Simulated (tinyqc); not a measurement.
Read current of a NAND string, cells in series solved by shooting: one step of the calculation.

Cells in series, numbered from 0 at the source line (0 V) to the bit line, each followed by a gap resistance Rg. A cell with gate Vg, threshold VT, source Vs and drain Vd passes I = 2 nf K Vt^2 [F(Vs) - F(Vd)]/(1 + th max(Vg - VT, 0)), F(V) = ln^2(1 + exp((Vg - VT - nf V)/(2 nf Vt))). The selected cell has Vg = Vr, the others Vg = Vp.

Question. Node voltages for a trial current. For a trial current I start at 0 V and, cell by cell (the selected one is cell 1), solve for the drain: sqrt(F(Vd)) = sqrt(F(Vs) - I/k), k = 2 nf K Vt^2/(1 + th max(Vg - VT, 0)), Vd = [Vg - VT - 2 nf Vt ln(exp(sqrt F) - 1)]/nf, then add I Rg.

Parameters, values chosen for the exercise; values of the order met in vertical NAND strings: temperature T = 358 K; gain factor of a cell K = 8.4 uA/V^2; slope factor nf = 2.3; mobility reduction factor th = 0.07 1/V; resistance of the gap between cells Rg = 6.5 kohm; bit-line voltage Vbl = 0.4 V; pass voltage Vp = 7.2 V; read voltage on the selected word line Vr = 2.83 V.

Constants: q = 1.602176634e-19 C, kB = 1.380649e-23 J/K, Vt = kB T/q. Results are converted to the units shown.

second trial current = 1.2 uA

```
cell,thresholds from the source end (V)
0,-2
1,1.4
2,-2
3,3.4
4,-2
5,-2
```

Find: node voltage after each cell and gap, trial 2.

Answer.

```
cell,"node voltage after each cell and gap, trial 2 (V)"
0,0.03341
1,0.1719
2,0.2065
3,0.2697
4,0.3050
5,0.3405
```

Numbers from tinyqc (`OMP_NUM_THREADS=1 python tinyqc.py 2142036 2142037 out.jsonl`; about 0.6 s on one thread of a shared Intel Xeon 2.30GHz).
